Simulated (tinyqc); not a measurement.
Comparisons within one model: type-II superlattice in the two-band Kane model. A value that a table varies takes the place of the one given here.

Motion along the axis, period d = a + b, c = hbar^2/2m0. Conduction and light-hole bands couple: (E - Ec)(E - Ev) = Ep c k^2 in each layer, with mass m(E) = (E - Ev)/Ep, which may be negative. The conduction envelope psi and psi'/m(E) are continuous; a layer carries them by [[cos kt, (m/k) sin kt], [-(k/m) sin kt, cos kt]] (cosh and sinh for k^2 < 0), and cos(q d) = tr(M_B M_A)/2. C1 is the first miniband above EvB, with its bottom at tr/2 = +1 and its top at -1; the gap is the bottom of C1 less the top heavy-hole level HH1.

Heavy holes are uncoupled: with e = EvB - E, p = sqrt(mhB e/c), w = sqrt(mhA (EvB - EvA - e)/c), the top level HH1 at q = 0 solves (p/mhB) tan(p b/2) = (w/mhA) tanh(w a/2).

Constants: hbar^2/2m0 = 3.80998211 eV angstrom^2; hc = 1239.841984 eV nm.

Values chosen for the exercise (near those of an InAs/GaSb superlattice; not measured data): b = 21 angstrom (layer B); EcA = 0 eV (conduction edge of A); EvA = -0.422 eV (valence edge of A); EcB = 0.953 eV (conduction edge of B); EvB = 0.129 eV (valence edge of B); EpA = 14.3 eV (coupling energy in A); EpB = 17.8 eV (coupling energy in B); mhA = 0.36 m0 (heavy hole in A); mhB = 0.28 m0 (heavy hole in B); As = (20, 31, 37, 47, 53, 64, 79) angstrom (widths of layer A); a = 30 angstrom (layer A).

## Width of layer A

Bottom of C1 (tr/2 = +1, above EvB), HH1, the gap and hc/gap; widths at which C1 no longer starts above EvB are left out.

Results:

| a (angstrom) | C1 (eV) | HH1 (eV) | gap (meV) | cut-off (micrometre) |
|---|---|---|---|---|
| 20 | 0.4110 | 0.0044 | 406.6 | 3.05 |
| 31 | 0.2888 | 0.0021 | 286.7 | 4.33 |
| 37 | 0.2442 | 0.0019 | 242.3 | 5.12 |
| 47 | 0.1901 | 0.0019 | 188.3 | 6.58 |
| 53 | 0.1660 | 0.0018 | 164.1 | 7.55 |
| 64 | 0.1323 | 0.0018 | 130.4 | 9.50 |

From a = 20 to 64 angstrom C1 falls by 279 meV while HH1 moves by -2.6 meV, so layer A tunes the gap, from 407 to 130 meV. The cut-off shifts by 0.116 micrometre per angstrom at the thin end and 0.177 at the thick end: long wavelengths need tight control of the thickness.

## One band or two

Bottom of C1. One band: (k/mA) tan(k a/2) = (kappa/mB) tanh(kappa b/2) with the edge masses (Ec - Ev)/Ep and barrier EcB - EcA. Second row: mA replaced by m(E). The last column is measured against two bands.

Results:

| model | C1 (eV) | gap (meV) | error (meV) |
|---|---|---|---|
| one band, edge masses | 0.2959 | 293.7 | -1.5 |
| m(E) in A only | 0.2702 | 268.0 | -27.2 |
| two bands | 0.2974 | 295.2 | 0.0 |

mA = 0.0295 m0
mB = 0.0463 m0

With edge masses C1 errs by -2 meV, 1 % of the gap. The heavier m(E) in A changes it by -26 meV; the treatment of B changes it by +27 meV, since C1 lies 168 meV above the valence edge of B, where its mass is 0.0095 instead of 0.0463.

## What each parameter does

Bottom and width of C1, HH1 and the gap. Each row changes one parameter from the base and keeps the others.

Results:

| case | C1 (eV) | width (meV) | HH1 (eV) | gap (meV) |
|---|---|---|---|---|
| base | 0.2974 | 172.8 | 0.0022 | 295.2 |
| a = 27 angstrom | 0.3259 | 192.3 | 0.0025 | 323.4 |
| b = 18 angstrom | 0.2785 | 202.3 | -0.0242 | 302.7 |
| EvB = 0.109 eV | 0.2966 | 169.2 | -0.0160 | 312.6 |
| EcB = 1.003 eV | 0.3068 | 164.0 | 0.0022 | 304.6 |
| EvA = -0.452 eV | 0.2947 | 169.4 | -0.0003 | 295.0 |
| EpA = 15.4 eV | 0.3022 | 181.3 | 0.0022 | 300.0 |
| mhB = 0.32 m0 | 0.2974 | 172.8 | 0.0083 | 289.1 |

The largest shifts from the base row, up to three for each result and ties (the steps differ in size, so this ranks the rows, not the parameters). C1 (eV): a +0.0284, b -0.0189, EcB +0.0094; unchanged at the printed digits by mhB. width (meV): b +29.5, a +19.6, EcB -8.7; unchanged at the printed digits by mhB. HH1 (eV): b -0.0264, EvB -0.0182, mhB +0.0061; unchanged at the printed digits by EcB and EpA. gap (meV): a +28.2, EvB +17.4, EcB +9.4.

Program tinyqc; command `OMP_NUM_THREADS=1 python tinyqc.py 1250411 1250412 out.jsonl`; about 0.1 s on one thread of a shared Intel(R) Xeon(R) Processor @ 2.30GHz.
